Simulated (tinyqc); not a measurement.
Hybridisation of the two arcs: two-node Weyl semimetal on a cubic lattice and its slab.

H = d.s with dx = t sin kx, dy = t sin ky, dz = m (2 - cos kx - cos ky) + M(kz), M = tz (cos k0 - cos kz), k in 1/a. Nodes at (0, 0, +/-k0). Berry curvature of the lower band along z: Omega = d.(dd/dkx x dd/dky)/(2|d|^3), in the sense curl of i<u|grad u>.

Slab of N layers along x with hard walls: layer block t sin(ky) sy + (m (2 - cos ky) + M(kz)) sz, block to the next layer t sx/(2i) - m sz/2.

Values chosen for the exercise:

| symbol | value | unit | meaning |
|---|---|---|---|
| t | 0.67 | eV | hopping in sx and sy |
| m | 1.43 | eV | mass term |
| tz | 0.31 | eV | hopping along z |
| k0 | 2.05 | 1/a | position of the nodes |

ky = 0, kz = 0; lowest positive level against the number of layers. On a half space the amplitudes are z1^n - z2^n with z the roots of (t + m) z^2/2 - (m + M) z + (m - t)/2 = 0.

Level:

| N | E (eV) |
|---|---|
| 3 | 0.06764 |
| 4 | 0.02890 |
| 5 | 0.05045 |
| 6 | 0.03649 |
| 8 | 0.001364 |
| 10 | 0.004550 |
| 12 | 0.0008252 |

z1, z2: 0.4653+0.3814i  0.4653-0.3814i

What does the comparison show, and why?

The larger root has |z| = 0.6016, so the level should fall by about |z|^2 = 0.362 for two more layers; from 10 to 12 it changes by a factor 0.181. The roots are complex, so the fall carries an oscillation.

tinyqc: `OMP_NUM_THREADS=1 python tinyqc.py 1482167 1482168 out.jsonl`; about 0.1 s, one thread, shared Intel(R) Xeon(R) Processor @ 2.30GHz.
